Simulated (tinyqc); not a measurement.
Fixed charge and work-function difference from two thicknesses.

Question. With a fixed charge q Nf at the interface, Vfb = phi_ms - q Nf tox/(eps0 eox). Find Nf and phi_ms.

Inputs (values chosen for the exercise):

| symbol | value | unit | meaning |
|---|---|---|---|
| eox | 7.57 |  | relative permittivity of the gate insulator (close to silicon nitride) |

Constants: q = 1.602176634e-19 C, eps0 = 8.8541878128e-14 F/cm where lengths are in cm. Results are converted to the units shown.

Vfb at tox = 47 and 140 nm (V): 0.014332958  0.081024381

Solution. Vfb is a straight line in tox: the slope gives Nf and the intercept at zero thickness phi_ms.

Nf = -3.00e10 cm^-2
phi_ms = -0.0194 V

Computed by the program tinyqc: `OMP_NUM_THREADS=1 python tinyqc.py 2060105 2060106 out.jsonl`, one thread of a shared Intel Xeon 2.30GHz, about 0.01 s for the whole run.
